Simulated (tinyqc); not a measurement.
Electroplating on a thin resistive seed layer: kinetics, Wagner number and the terminal effect across a wafer: one step, computed by the program tinyqc. Command: `OMP_NUM_THREADS=1 python tinyqc.py 3120787 3120788 out.jsonl terminal walk`. One thread of a shared host (Intel(R) Xeon(R) Processor @ 2.30GHz), about 0.03 s of CPU time with the checks.

Current enters the seed at the rim. The bath is treated as a local resistance per area (no lateral flow in the liquid), two electrons per ion, molar volume 7.11 cm^3/mol, Faraday constant F = e N_A, kinematic viscosity 0.01 cm^2/s, omega = 2 pi x rpm/60; k_B T/e is in volts.

Problem. Rate, limit and resistances. Growth rate = i V_m/(2 F). Levich limit i_L = 0.62 x 2 F D^(2/3) omega^(1/2) nu^(-1/6) c. Tafel overpotential eta = (k_B T/(alpha e)) ln(i/i_0); kinetic resistance k_B T/(alpha e i); bath resistance h/kappa + plate; R_s = resistivity/t; Wagner number = kinetic resistance x kappa/R.

Inputs (values chosen for the exercise, of the order of those for copper plating from an acid sulfate bath): wafer radius R = 15 cm; seed thickness t = 13 nm; seed resistivity = 20 microohm cm; bath conductivity kappa = 0.064 S/cm; gap to the anode h = 8.4 cm; extra resistance of a porous plate = 0 ohm cm^2; exchange current density i_0 = 0.12 mA/cm^2; cathodic transfer coefficient alpha = 0.74; mean current density = 34 mA/cm^2; diffusivity of the metal ion = 5.4e-06 cm^2/s; metal ion concentration = 0.5 mol/L; rotation rate = 30 rpm; temperature T = 298 K.

Constants: e = 1.602176634e-19 C; N_A = 6.02214076e+23 1/mol; k_B = 8.617333262e-05 eV/K.

Give: growth rate; limiting current i_L; overpotential; kinetic resistance; bath resistance R_b; sheet resistance R_s; Wagner number.

Solution.

growth rate = 751.6 nm/min

limiting current i_L = 70.31 mA/cm^2

overpotential = 196.0 mV

kinetic resistance = 1.021 ohm cm^2

bath resistance R_b = 131.25 ohm cm^2

sheet resistance R_s = 15.38 ohm/square

Wagner number = 0.004355

Caution: the mean current exceeds 0.3 i_L, so depletion of metal ions, left out of the distribution, matters.
